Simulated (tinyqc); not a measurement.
Worked calculation: chemical vapour deposition: Grove model, boundary layer, depletion and step coverage. Computed by tinyqc, a small Python program that keeps every step. Command: `OMP_NUM_THREADS=1 python tinyqc.py 3026254 3026255 out.jsonl cvd walk`. One thread of a shared host (Intel(R) Xeon(R) Processor @ 2.30GHz), about 0.01 s of CPU time with the checks. Intermediate numbers are printed to about 5 digits and carried at full precision; extremes and crossings named in words are read from the listed rows.

A precursor diffuses to the surface and reacts there at first order; each molecule that reacts adds one formula unit of film.

Inputs (values chosen for the exercise, close to those used for silicon dioxide from an alkoxysilane):
```
quantity                                            value                unit
prefactor k0 of k_s                               3.1e+10                cm/s
activation energy E                                  1.96                  eV
temperature T                                         700                   C
total pressure p                                      760                torr
mole fraction of the precursor Y                   0.0029                   -
gas diffusivity D0 at 273.15 K and 760 torr          0.54              cm^2/s
film density N                                    2.2e+22  formula units/cm^3
precursor mass M                                      208                   u
trench width w                                       0.16                  um
aspect ratio of the trench                            9.8                   -
gas velocity U                                         41                cm/s
kinematic viscosity nu0 at 273.15 K and 760 torr     0.68              cm^2/s
susceptor length L                                     38                  cm
channel height b                                      3.9                  cm
```

Reactor: horizontal, atmospheric.

Constants: k_B = 1.380649e-23 J/K; u = 1.6605390666e-27 kg; k_B = 8.617333262e-05 eV/K.

## Gas-phase and surface constants

k_s = k0 exp(-E/(k_B T)); C_g = Y p/(k_B T), 1 torr = 133.322 Pa; D = D0 (T/273.15)^1.75 (760/p). Temperatures in kelvin are T(C) + 273.15. Mean speed c = sqrt(8 k_B T/(pi M)); reactive sticking probability beta = 4 k_s/c.

surface rate constant k_s = 2.1921 cm/s

precursor density C_g = 2.1870e+16 1/cm^3

gas diffusivity D = 4.9889 cm^2/s

mean speed c = 31474 cm/s

sticking probability beta = 2.7859e-04

## Boundary layer

nu = nu0 (T/273.15)^1.75 (760/p); Re = U L/nu; mean boundary layer delta = (2/3) L/sqrt(Re), at most b/2; h_g = D/delta.

Reynolds number Re = 248.00

boundary layer delta = 1.6087 cm

mass-transfer coefficient h_g = 3.1013 cm/s

## Growth rate at the inlet

Fluxes in series: C_s = C_g/(1 + k_s/h_g); growth rate G = k_s h_g/(k_s + h_g) C_g/N; 1 cm/s = 6e8 nm/min.

ratio k_s/h_g = 0.70684

C_s/C_g = 0.58588

growth rate G at the inlet = 766.02 nm/min

Reaction and transport resist to a similar degree.

## Depletion along the susceptor

Plug flow: U b dC/dx = -k_eff C with k_eff = k_s h_g/(k_s + h_g), so C falls as exp(-k_eff x/(U b)); the used share of the precursor is 1 - C(L)/C(0).

k_eff = 1.2843 cm/s

depletion length = 124.50 cm

rate at the outlet over rate at the inlet = 0.73697

rate at the outlet = 564.54 nm/min

26.3 % of the precursor is used.

## Reaction control against transport control

The formulas are those given above.

Rates:
```
T (C)  k_s (cm/s)  h_g (cm/s)  G (nm/min)  reaction limit (nm/min)  transport limit (nm/min)
500    5.1892e-03      2.5358  3.8878e+00               3.8958e+00                    1903.7
550    3.0986e-02      2.6787  2.1600e+01               2.1849e+01                    1888.9
600    1.5078e-01      2.8205  9.5146e+01               1.0023e+02                    1875.0
650    6.1813e-01      2.9614  3.2154e+02               3.8866e+02                    1862.0
700    2.1921e+00      3.1013  7.6602e+02               1.3075e+03                    1849.8
750    6.8691e+00      3.2402  1.2490e+03               3.8969e+03                    1838.2
800    1.9352e+01      3.3784  1.5557e+03               1.0467e+04                    1827.3
850    4.9715e+01      3.5157  1.6969e+03               2.5693e+04                    1816.9
900    1.1785e+02      3.6523  1.7527e+03               5.8308e+04                    1807.0
```

The apparent activation energy of G is 1.88 eV between the first rows and 0.07 eV between the last, against E = 1.96 eV. k_s passes h_g between 700 and 750 C, where control shifts from the surface to the gas. In the reaction limit the slope is E - k_B T, because C_g falls as 1/T; any further lowering comes from transport.

## Step coverage in a trench

In a long trench of width w and depth l = aspect ratio x w: Knudsen diffusivity D_K = (2w) c/3 (hydraulic diameter 2w), combined as 1/D_e = 1/D_K + 1/D; D_e d2C/dz2 = 2 k_s C/w with D_e dC/dz = -k_s C at the floor. With m = sqrt(2 k_s/(w D_e)): C(floor)/C(top) = 1/[cosh(m l) + (k_s/(D_e m)) sinh(m l)].

Knudsen diffusivity D_K = 0.33572 cm^2/s

effective diffusivity D_e = 0.31455 cm^2/s

modulus m l = 0.14635

step coverage = 0.98831

Wall collisions limit transport in the trench; then m l = aspect ratio x sqrt(3 beta)/2, 0.1417, whatever the width. Coverage is nearly conformal. Caution: the hydraulic-diameter form of D_K is rough for a slit.

Checks made by the program: step coverage against a numerical boundary-value solution (relative difference below 1e-10).
